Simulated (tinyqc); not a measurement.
Inside a calculation. Model: threshold of a short bulk MOSFET: charge sharing, barrier lowering, narrow width.

Numbers from tinyqc (`OMP_NUM_THREADS=1 python tinyqc.py 2002182 2002183 out.jsonl`; about 0.01 s on one thread of a shared Intel Xeon 2.30GHz). Printed values are rounded.

n-channel device on a p-type body, depletion approximation, full ionisation. Uniform doping N = Na. Vbi from Boltzmann statistics is rough for the degenerate source. Cox = eps0 eox/tox.

Inputs (values chosen for the exercise); band and dielectric values close to those of silicon: temperature T = 300 K; band gap Eg = 1.11 eV; relative permittivity eps_r = 11.8; conduction-band density of states at T Nc = 2.76e19 cm^-3; valence-band density of states at T Nv = 2.69e19 cm^-3; relative permittivity of the gate insulator (close to hafnium oxide) eox = 22.2; insulator thickness tox = 7.8 nm; channel doping Na = 4.3e17 cm^-3; source and drain doping Nsd = 1e20 cm^-3; flat-band voltage for the doping Na Vfb = -0.98 V; junction depth xj = 26 nm; body-source voltage Vbs = 0 V; drain-source voltage Vds = 1 V; gate width W = 260 nm; shape factor of the fringing depletion at the width edges xw = 0.7854; channel length L = 110 nm.

Constants: q = 1.602176634e-19 C, kB = 1.380649e-23 J/K, Vt = kB T/q, eps0 = 8.8541878128e-14 F/cm where lengths are in cm. Results are converted to the units shown.

## Long-channel threshold and scales

ni = sqrt(Nc Nv) exp(-Eg/(2 Vt)), Eg in volts; 2 pB = 2 Vt ln(N/ni); flat band Vfb - Vt ln(N/Na); Wd = sqrt(2 eps0 eps_r (2 pB - Vbs)/(q N)); body term q N Wd/Cox; long-channel VT0 = flat band + 2 pB + body term; Vbi = Vt ln(N Nsd/ni^2); scale length l = sqrt((eps_r/eox) tox Wd).

N = 4.3e17 cm^-3
2 pB = 0.895483 V
flat band = -0.98 V
Wd = 52.1158 nm
body term = 0.142476 V
VT0 = 0.0579590 V
Vbi = 1.03635 V
l = 14.6993 nm

## Short-channel and narrow-width shifts

Charge sharing (trapezoid; it ignores Vds): F = (xj/L)(sqrt(1 + 2 Wd/xj) - 1), lowering = body term times F. Barrier lowering: th = exp(-L/(2 l)) + 2 exp(-L/l), lowering = th [2 (Vbi - 2 pB) + Vds], DIBL = th. Narrow width: rise = body term times xw Wd/W. VT by each model = VT0 - lowering + rise.

F = 0.292632
lowering by charge sharing = 41.6930 mV
th = 0.0248391
lowering of the barrier = 31.8373 mV
DIBL = 24.8391 mV/V
narrow-width rise = 22.4300 mV
VT, charge sharing = 0.0386960 V
VT, barrier lowering = 0.0485517 V

L is 7.48 scale lengths. The charge-sharing lowering is 31 % above the barrier lowering; the first falls off as 1/L and the second exponentially. Both describe the same loss of gate control, so they are alternatives and are not added.
